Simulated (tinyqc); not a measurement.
Reverse leakage of an n+-p junction: diffusion, generation, trap-assisted and band-to-band tunnelling: two steps of the calculation.

One-sided abrupt junction in the depletion approximation, x from the junction (0) to W on the p side, field F = F0 (1 - x/W). Flat quasi-Fermi levels, long p side. Traps generate through SRH with both lifetimes shortened by 1 + Gamma (Hurkx enhancement, form for moderate fields); band-to-band generation is local and needs a total bending above Eg.

Parameters, values chosen for the exercise; band and dielectric values close to those of silicon:

| symbol | value | unit | meaning |
|---|---|---|---|
| T | 400 | K | temperature |
| Eg | 1.1 | eV | band gap |
| eps_r | 11.9 |  | relative permittivity |
| Nc | 4.28e19 | cm^-3 | conduction-band density of states at T |
| Nv | 4.16e19 | cm^-3 | valence-band density of states at T |
| Na | 9.5e17 | cm^-3 | acceptor density of the lighter side |
| Nd | 1e20 | cm^-3 | donor density of the heavier side |
| tau | 1e-7 | s | SRH lifetime of both carriers at zero field |
| mt | 0.25 | m0 | tunnelling mass |
| Dn | 4.6 | cm^2/s | electron diffusion coefficient on the lighter side |
| VR | 2.9 | V | reverse bias |

Constants: q = 1.602176634e-19 C, kB = 1.380649e-23 J/K, hbar = 1.054571817e-34 J s, m0 = 9.1093837015e-31 kg, Vt = kB T/q, eps0 = 8.8541878128e-14 F/cm where lengths are in cm. Results are converted to the units shown.

Problem 1. Field, scales and diffusion current. ni = sqrt(Nc Nv) exp(-Eg/(2 Vt)), Eg in volts; Vbi = Vt ln(Na Nd/ni^2); W = sqrt(2 eps0 eps_r (Vbi + VR)/(q Na)); F0 = 2 (Vbi + VR)/W; FG = sqrt(24 mt m0 (kB T)^3)/(q hbar); J_diff = q ni^2 sqrt(Dn/tau)(1 - exp(-VR/Vt))/Na.

Give: ni; Vbi; W; F0; FG; J_diff.

Solution 1.

ni = 4.9610e12 cm^-3
Vbi = 0.99898 V
W = 73.472 nm
F0 = 1061.4 kV/cm
FG = 567.87 kV/cm
J_diff = 2.8152e-8 A/cm^2

Problem 2. Current components. u = (Vbi + VR)(1 - x/W)^2, p = Na exp(-u/Vt), n = Nd exp((u - Vbi - VR)/Vt); G0 = ni^2 (1 - exp(-VR/Vt))/(tau (n + p + 2 ni cosh(Et/Vt))); Gamma = 2 sqrt(3 pi)(F/FG) exp((F/FG)^2); trap-assisted part G0 Gamma; G_bb = Ab F^2.5 exp(-Bb/F) with F in V/cm, zero unless Vbi + VR > Eg, and counted as zero under 1 cm^-3 s^-1. 15 equal steps.

Each current is q times the trapezoid sum of its rate; J adds J_diff; J_bb under 1e-8 of the sum is given as 0.

```
point     x (nm)  G0 (cm^-3 s^-1)  G0 Gamma (cm^-3 s^-1)  G_bb (cm^-3 s^-1)
0       0.000000     2.4612008e12           9.2895956e14       2.5266876e22
1       4.898127     4.3548059e18           9.7796086e20       6.2054609e21
2       9.796253     2.4805098e19           3.4014193e21       1.2449597e21
3      14.694380     2.4805247e19           2.1297910e21       1.9419295e20
4      19.592507     2.4805247e19           1.3660602e21       2.2020816e19
5      24.490633     2.4805247e19           8.9636246e20       1.6528647e18
6      29.388760     2.4805247e19           6.0064487e20       7.1748838e16
7      34.286887     2.4805247e19           4.1005485e20       1.4719657e15
8      39.185013     2.4805199e19           2.8425687e20       1.0402972e13
9      44.083140     2.4772505e19           1.9885581e20                 ~0
10     48.981267     1.8604883e19           1.0491704e20                 ~0
11     53.879393     7.8136543e17           3.0653519e18                 ~0
12     58.777520     2.3878330e16           6.3022196e16                  0
13     63.675647     1.9351845e15           3.1507065e15                  0
14     68.573773     4.2830109e14           3.3279525e14                  0
15     73.471900     2.5907109e14                      0                  0
```

J_diff = 2.8152229e-8 A/cm^2

Give: J_SRH; J_TAT; J_bb; J.

Solution 2.

J_SRH = 1.7436e-5 A/cm^2
J_TAT = 8.1407e-4 A/cm^2
J_bb = 0.0015932 A/cm^2
J = 0.0024248 A/cm^2

Range of the model: The n+ side is degenerate, so Vbi from Boltzmann statistics is only a guide.

Program tinyqc, `OMP_NUM_THREADS=1 python tinyqc.py 2290166 2290167 out.jsonl`; Intel Xeon 2.30GHz, shared host, one thread, about 0.01 s.

~0 in a residual or rate marks an entry under 1e-11 of the largest of its column.
